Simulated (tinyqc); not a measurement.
Incorporation against temperature: precursor delivery by bubblers, mass-transport growth and the solid composition of a III-V alloy. Computed by tinyqc, a small Python program. Command: `OMP_NUM_THREADS=1 python tinyqc.py 3003174 3003175 out.jsonl movpe_thermo walk`. One thread of a shared host (Intel(R) Xeon(R) Processor @ 2.30GHz), about 0.01 s of CPU time with the checks.

1 sccm = 44.615 micromol/min; 1 torr = 133.322 Pa. The sources decompose fully at the surface.

Inputs (values chosen for the exercise, modelled on triethylgallium (source 1) and trimethylindium (source 2) for the vapour pressures):
```
quantity,value,unit
bath temperature T1,285,K
bath temperature T2,307,K
bubbler pressure p_b,1400,torr
carrier flow F1,28,sccm
carrier flow F2,200,sccm
total flow F_t,25,slm
group-V flow F_V,120,sccm
reactor pressure p,76,torr
growth temperature T,1060,K
diffusivity at 273 K and 760 torr,0.35,cm^2/s
flow cross-section A,61,cm^2
distance from the leading edge z,14,cm
lattice constant a,5.77,angstrom
interaction L0 of the solid,8.1,kJ/mol
"log10 of p_B,eq over pure BC at 1000 K and 1 torr of group V (exaggerated: liquid indium has about -4.1)",-1.9,log10 torr
enthalpy of that equilibrium H,264,kJ/mol
```

Alloy: mixing on the group-III sites, with desorption of B.

constants a, b of source 1 (log10 torr, K): [8.055, 2162]

constants a, b of source 2 (log10 torr, K): [10.54, 3014]

Constants: k_B = 1.380649e-23 J/K; R = 8.314462618 J/(mol K).

Method:
- log10 p_v = a - b/T_bath; molar flow = F x 44.615 x p_v/(p_b - p_v) for a saturated bubbler.
- p_i = p n_i/(44615 F_t), F_t in slm; p_V = p F_V/(1000 F_t), counted per molecule supplied; V/III = 44.615 F_V/(n1 + n2); vapour fraction of source 2 = n2/(n1 + n2).
- Mean velocity u = (F_t/A)(760/p)(T/273); D = D0 (T/273)^1.75 (760/p); boundary layer delta = sqrt(pi D z/u); flux = D dp/(delta k_B T); growth rate = flux x a^3/4.
- A sticks fully. B desorbs: its surface pressure is p_B* = x gamma_B K/sqrt(p_V), ln gamma_B = L0 (1 - x)^2/(R T), K = 10^(log10 K at 1000 K) exp[-(H/R)(1/T - 1/1000)], p_V in torr. With equal diffusivities x = (p_2 - p_B*)/(p_1 + p_2 - p_B*). Growth rate = rate per torr x p_1/(1 - x).

p_2 = 0.00230052 torr

K/sqrt(p_V) = 0.125754 torr

p_V = 0.3648 torr

vapour fraction of source 2 = 0.927654

p_1 = 1.79413e-04 torr

At fixed flows:
```
T (K),K/sqrt(p_V) (torr),x,"share of B incorporated, 1 - p_B*/p_2"
798,6.7352e-06,0.92747,9.9727e-01
838,4.4997e-05,0.92641,9.8177e-01
876,2.3281e-04,0.92076,9.0617e-01
903,6.8816e-04,0.90313,7.2710e-01
935,2.2926e-03,0.73247,2.1353e-01
966,6.8174e-03,0.16429,1.5331e-02
1003,2.2920e-02,0.04094,3.3293e-03
1057,1.1550e-01,0.00804,6.3185e-04
```

x equals the vapour fraction 0.928 while gamma_B K/sqrt(p_V) is small against p_1 + p_2 = 0.0025 torr and falls once it is not. Between the last rows the apparent energy R d ln x/d(1/T) is 266 kJ/mol, against H = 264. Caution: the boundary layer is a quarter or more of the root of the cross-section, so it fills much of the channel and depletion along the flow matters.

Extremes, crossings and ranges named in words are read from the listed rows.
